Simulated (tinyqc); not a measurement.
Ten-year voltage from two stress tests.

Inverse problem. Lifetimes follow tau = t0 exp(B/Vd). Ten years are 3.15576e8 s. Find B, t0 and the drain voltage for ten years.

lifetimes at Vd = 4.3 and 4.8 V (s): [50000, 3010.01628]

Answer. ln(tau) is linear in 1/Vd.

B = 116.0 V
t0 = 9.619e-8 s
ten-year voltage = 3.247 V

Program tinyqc, `OMP_NUM_THREADS=1 python tinyqc.py 2550173 2550174 out.jsonl`; Intel Xeon 2.30GHz, shared host, one thread, about 0.01 s.
